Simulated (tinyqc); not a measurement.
Worked calculation: electron-beam lithography: double-Gaussian proximity function, edge placement and dose correction for parallel lines. Computed by tinyqc, a small Python program that keeps every step. Command: `OMP_NUM_THREADS=1 python tinyqc.py 3113344 3113345 out.jsonl proximity walk`. One thread of a shared host (Intel(R) Xeon(R) Processor @ 2.30GHz), about 0.01 s of CPU time with the checks. Intermediate numbers are printed to about 5 digits and carried at full precision; extremes and crossings named in words are read from the listed rows.

Lines are infinitely long. Absorbed energy is counted so that the middle of a very large area written at dose 1 receives 1; the resist develops where it exceeds 1/2.

Inputs (values chosen for the exercise, of the order of those for 100 keV electrons in resist on silicon):
```
quantity                              value               unit
forward range alpha                   0.028         micrometre
backscatter range beta                   32         micrometre
backscatter ratio eta                     1                  -
base dose D0                            270  microcoulomb/cm^2
beam current                            5.1                 nA
pixel size                                4                 nm
width of the test line                0.074         micrometre
pattern density around the test line   0.15                  -
```

line widths (micrometre): 0.069  0.087  22  42  6.8

gaps between the lines (micrometre): 0.057  0.082  4.4  0.076

Constants: e = 1.602176634e-19 C.

## Layout

The first line starts at x = 0; each next one starts after the width and the gap.

Lines (micrometre):
```
line   left edge  right edge      centre
1              0  6.9000e-02  3.4500e-02
2     1.2600e-01  2.1300e-01  1.6950e-01
3     2.9500e-01  2.2295e+01  1.1295e+01
4     2.6695e+01  6.8695e+01  4.7695e+01
5     6.8771e+01  7.5571e+01  7.2171e+01
```

## Interaction matrix

f(r) = [exp(-r^2/alpha^2)/alpha^2 + eta exp(-r^2/beta^2)/beta^2]/(pi (1 + eta)). A line from a to b at dose d gives E(x) = d [S(alpha) + eta S(beta)]/(1 + eta), S(s) = [erf((b - x)/s) - erf((a - x)/s)]/2. M_ij is the mean of E at the two edges of line i from line j at dose 1.

M:
```
         1        2        3        4        5
1  0.25049  0.00127  0.16640  0.05907  0.00039
2  0.00111  0.25076  0.16686  0.05966  0.00039
3  0.00049  0.00063  0.41727  0.13079  0.00288
4  0.00015  0.00020  0.08004  0.48414  0.03355
5  0.00000  0.00001  0.00690  0.20812  0.30905
```

## Dose correction

Uncorrected edge energies are M 1. Solve M d = 1/2 for the doses d that put the mean edge energy of every line at the threshold.

edge energies at dose 1: 1 0.47761, 2 0.47878, 3 0.55206, 4 0.59808, 5 0.52408

corrected doses: 1 1.1773, 2 1.1731, 3 0.9358, 4 0.8041, 5 1.0555

largest over smallest dose = 1.4642

Line 1 needs the most and line 4 the least; a narrow isolated line much wider than alpha would need 1 + eta = 2.00.

## Printed widths

Edges are the roots of E(x) = 1/2 between a line centre and the middle of the next gap. Three cases: dose 1 everywhere; one common dose equal to the mean of d; the corrected doses.

Width error, printed less drawn (nm):
```
line  drawn width (nm)  dose 1  mean dose  corrected
1                   69  -4.497     -1.650   0.001193
2                   87  -4.251     -1.413   0.000369
3                22000  11.283     14.514   0.006369
4                42000  21.045     24.529  -0.000361
5                 6800   4.850      7.730   0.004001
```

With the common mean dose the errors span 26.2 nm. With corrected doses the largest error is below 0.01 nm.

## Dose to size and latitude

A test line of width w << beta in surroundings of density rho, all at dose d: near its edge E(x) = d [S + eta rho]/(1 + eta), S = [erf((b - x)/alpha) - erf((a - x)/alpha)]/2 for edges a and b, the second term being the background energy. Dose to size d_s = (1 + eta)/(erf(w/alpha) + 2 eta rho), dose = d_s D0; edge slope d [1 - exp(-w^2/alpha^2)]/(sqrt(pi) alpha (1 + eta)); width change per 1 % of dose = 2 x 0.01 x (1/2)/slope.

dose to size d_s = 1.5387

dose = 415.44 microcoulomb/cm^2

edge slope = 0.015488 1/nm

width change per 1 % of dose = 0.64568 nm

background energy = 0.11540

The background supplies 23 % of the threshold.

## Shot noise and writing time

With dose = d_s D0: electrons per pixel N = dose x pixel area/e; relative noise 1/sqrt(N); time per cm^2 of pattern area = dose x density/current; pixel rate = current/(dose x pixel area).

electrons per pixel = 414.88

shot noise = 4.9095 %

writing time per cm^2 = 3.3942 h

pixel rate = 76.725 MHz

Checks made by the program: corrected edge energies (relative difference below 1e-10).
